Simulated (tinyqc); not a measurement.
Capacitance of parallel on-chip lines from Laplace's equation on a mesh: one step of the calculation.

Cross-section of an endless row of equal lines between two grounded planes; neighbours are driven in antiphase (+1 V and -1 V), so the plane midway between two lines is at 0 V. By symmetry one quarter is solved: x runs from the centre of a line (column 0, mirror) to that midplane (column 3, 0 V), y from the mid-height of the line (row 0, mirror) to the ground plane (row 4, 0 V). The line fills columns 0 to 1 and rows 0 to 2 at 1 V. Cells beside the line (below row 2) have e2, cells above have e1. Each link between nodes has the conductance g = mean permittivity of the two cells beside it (a cell beyond a mirror counts as 0), and the free nodes obey sum g (V_neighbour - V) = 0.

Task. Relaxation sweep. One sweep visits the free nodes row by row from row 0, left to right, and replaces V by V + om (weighted mean of the neighbours - V), using new values at once.

Parameters, values chosen for the exercise: over-relaxation factor om = 1.4.

V at the start (V):

|  | col 0 | col 1 | col 2 | col 3 |
|---|---|---|---|---|
| row 0 | 1 | 1 | 0 | 0 |
| row 1 | 1 | 1 | 0 | 0 |
| row 2 | 1 | 1 | 0 | 0 |
| row 3 | 0 | 0 | 0 | 0 |
| row 4 | 0 | 0 | 0 | 0 |

gx:

|  | col 0 | col 1 | col 2 |
|---|---|---|---|
| row 0 | 1.2 | 1.2 | 1.2 |
| row 1 | 2.4 | 2.4 | 2.4 |
| row 2 | 2.55 | 2.55 | 2.55 |
| row 3 | 2.7 | 2.7 | 2.7 |
| row 4 | 1.35 | 1.35 | 1.35 |

gy:

|  | col 0 | col 1 | col 2 | col 3 |
|---|---|---|---|---|
| row 0 | 1.2 | 2.4 | 2.4 | 1.2 |
| row 1 | 1.2 | 2.4 | 2.4 | 1.2 |
| row 2 | 1.35 | 2.7 | 2.7 | 1.35 |
| row 3 | 1.35 | 2.7 | 2.7 | 1.35 |

Give: V after sweep 1.

Result.

V after sweep 1 (V):

|  | col 0 | col 1 | col 2 | col 3 |
|---|---|---|---|---|
| row 0 | 1.000 | 1.000 | 0.350 | 0.000 |
| row 1 | 1.000 | 1.000 | 0.472 | 0.000 |
| row 2 | 1.000 | 1.000 | 0.506 | 0.000 |
| row 3 | 0.350 | 0.472 | 0.342 | 0.000 |
| row 4 | 0.000 | 0.000 | 0.000 | 0.000 |

Computed by the program tinyqc: `OMP_NUM_THREADS=1 python tinyqc.py 2790191 2790192 out.jsonl`, one thread of a shared Intel Xeon 2.30GHz, about 0.7 s for the whole run.
